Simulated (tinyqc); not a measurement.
From results back to parameters: three-band tight binding of a dichalcogenide monolayer. Three cases, with inputs chosen for the exercise.

Problem. In the three-band model the dz2 level is e1 + 6 t0 at Gamma and e1 - 3 t0 at K; without spin-orbit coupling the other levels are e2 + 3 s at Gamma (twofold) and e2 - 3s/2 -/+ 3 sqrt3 t12 at K, s = t11 + t22, t12 > 0. The levels below come from hidden values.

Find: e1, t0, e2, t11 + t22, t12.

Method. The dz2 levels differ by 9 t0. The level at Gamma lies 9s/2 above the mean of the two at K, whose splitting is 6 sqrt3 t12. t1, t2 and t11 - t22 need masses or other points.

Case 1.

dz2 levels (eV): Gamma -0.4140, K 1.1160

other levels (eV): Gamma 3.36200, K lower 0.06640, K upper 2.50860

Solution.

e1, t0, e2, t11 + t22, t12 (eV): 0.606  -0.170  1.979  0.461  0.235

Case 2.

dz2 levels (eV): Gamma -0.4170, K 1.1130

other levels (eV): Gamma 3.34500, K lower 0.03692, K upper 2.53108

Solution.

e1, t0, e2, t11 + t22, t12 (eV): 0.603  -0.170  1.971  0.458  0.240

Case 3.

dz2 levels (eV): Gamma -0.1970, K 1.4860

other levels (eV): Gamma 3.09900, K lower 0.04551, K upper 3.03849

Solution.

e1, t0, e2, t11 + t22, t12 (eV): 0.925  -0.187  2.061  0.346  0.288

Computed by tinyqc, one run a case: `OMP_NUM_THREADS=1 python tinyqc.py N N+1 out.jsonl` with N = 1482457, 1482466, 1482493; one thread of a shared Intel(R) Xeon(R) Processor @ 2.30GHz, about 0.02 s a run at most.
